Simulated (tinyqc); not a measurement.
# Lossy on-chip transmission line with skin effect, step by step

tinyqc, about 0.01 s, one thread, Intel Xeon 2.30GHz (shared host): `OMP_NUM_THREADS=1 python tinyqc.py 2810107 2810108 out.jsonl` Printed values are rounded.

A uniform line in a homogeneous dielectric: c = sqrt(er)/(c0 Z0), l = Z0 sqrt(er)/c0 (c0 = 299792458 m/s), g = w c td, w = 2 pi f. The resistance joins its limits as r = sqrt(r_dc^2 + r_hf^2), with r_dc = rho/(wd th), r_hf = kr rho/(2 delta (wd + th)), delta = sqrt(rho/(pi f mu0)), mu0 = 4 pi 1e-7 H/m; this is an interpolation, and internal inductance, up to 0.05 nH/mm at low frequency, is neglected.

Parameters, values chosen for the exercise:
```
symbol  value     unit                                  meaning
wd        0.6       um                       width of the strip
th       0.54       um                   thickness of the strip
rho       2.2  uohm cm                              resistivity
er          3                             relative permittivity
td      0.005                                      loss tangent
Z0         75      ohm             lossless impedance sqrt(l/c)
kr        1.5           factor for crowding and the return path
len       3.4       mm                                   length
Rg         50      ohm                        source resistance
RL        1e5      ohm                          load resistance
CL        100       fF                         load capacitance
f           2      GHz                                frequency
```

## Line constants

delta, r_dc, r_hf, r, l, c and g as defined.

delta = 1.66923 um
r_dc = 67.9012 ohm/mm
r_hf = 8.67087 ohm/mm
r = 68.4526 ohm/mm
l = 0.433312 nH/mm
c = 77.0333 pF/m
g = 0.00484015 S/m

r is 1.01 times r_dc; the skin depth is 3.09 of the thickness.

## Propagation constant and impedance

gamma = sqrt((r + i w l)(g + i w c)) = alpha + i beta, Zc = sqrt((r + i w l)/(g + i w c)), roots with positive real part; loss 8.685889638 alpha in dB; phase velocity w/beta.

gamma len = 0.596380+0.642474i
Zc = 196.105-180.219i ohm
loss = 1.52356 dB/mm
phase velocity over c0 = 0.221826
r/(w l) = 12.5713

r exceeds w l, so the line behaves mainly as an RC line at this frequency.

## Reflection, input impedance and transfer

ZL = 1/(1/RL + i w CL); reflection (ZL - Zc)/(ZL + Zc); Zin = Zc (ZL + Zc tanh(gamma len))/(Zc + ZL tanh(gamma len)); H = V_load/V_source = [Zin/(Zin + Rg)]/[cosh(gamma len) + (Zc/ZL) sinh(gamma len)].

ZL = 6.332-795.724i ohm
reflection at the load = 0.565991-0.311853i
Zin = 106.462-221.137i ohm
H = 0.563265-0.590310i
|H| = -1.76700 dB
